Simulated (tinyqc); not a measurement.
Choice of the trial bonds: Wannier functions of a composite (isolated) pair of valence bands (bonds of an sp chain).

Each atom has a hybrid pointing left (<) and right (>). H(k): diagonal +V3 on A, -V3 on B; <A<|A>> = -V1a, <B<|B>> = -V1b, <A>|B<> = -V2, <B>|A<> = -V2p exp(ik); k in 1/a, Bloch sums with exp(ikR). The two lowest bands are filled. Trial functions in cell 0: g1 = cos(c) A> + sin(c) B<, and g2 = sin(c) B> + cos(c) A< of cell 1, whose Bloch vector has cos(c) exp(-ik) on A<. Projection A_mn = <psi_m|g_n>, S = A^+ A, Loewdin U = A S^(-1/2), Bloch-like states w_n = sum_m psi_m U_mn, H_W(k) = U^+ diag(E) U. P = sum_m |psi_m><psi_m| is free of phase choices, and S = g^+ P g, w = P g S^(-1/2).

Values chosen for the exercise: V2 = 4.05 eV (coupling in the bond A-B inside the cell); V2p = 4.65 eV (coupling in the bond to the next cell); V1a = 1.61 eV (coupling of the two hybrids on A); V1b = 1.69 eV (the same on B); V3 = 1.68 eV (A at +V3, B at -V3); xb = 0.54 a (position of B (A at 0)).

N = 12; centres and spreads in real space with point-like hybrids at R and R + xb; smallest eigenvalue of S over the mesh.

Trial angle:

| c (deg) | smallest S | centre 1 (a) | centre 2 (a) | sum of centres | total spread (a^2) | H_12(R = 0), mean over k (eV) |
|---|---|---|---|---|---|---|
| 15 | 0.435 | 0.3690 | 0.6959 | 1.0649 | 0.1195 | -1.1394 |
| 30 | 0.691 | 0.3690 | 0.6959 | 1.0649 | 0.1189 | -1.1339 |
| 45 | 0.897 | 0.3690 | 0.6959 | 1.0649 | 0.1187 | -1.1295 |
| 55 | 0.970 | 0.3691 | 0.6959 | 1.0649 | 0.1186 | -1.1267 |
| 65 | 0.885 | 0.3691 | 0.6959 | 1.0649 | 0.1186 | -1.1238 |
| 75 | 0.753 | 0.3691 | 0.6959 | 1.0649 | 0.1186 | -1.1207 |
| 85 | 0.591 | 0.3691 | 0.6959 | 1.0649 | 0.1187 | -1.1170 |

The sum of the centres stays at 1.0649 a within 0.0000: it gives the electronic polarisation, modulo a, and is fixed by the filled space. Single centres move by less than 0.0001 a here and H_12(0), a matter of gauge, moves by 22 meV. The total spread runs only from 0.1186 to 0.1195 a^2, so the orthogonalisation repairs even poor trials; the projection is best at c = 55 degrees among these rows, and the two bonds, isolated, have c = 56 and 55.

Program tinyqc; command `OMP_NUM_THREADS=1 python tinyqc.py 1450393 1450394 out.jsonl`; about 0.2 s on one thread of a shared Intel(R) Xeon(R) Processor @ 2.30GHz.
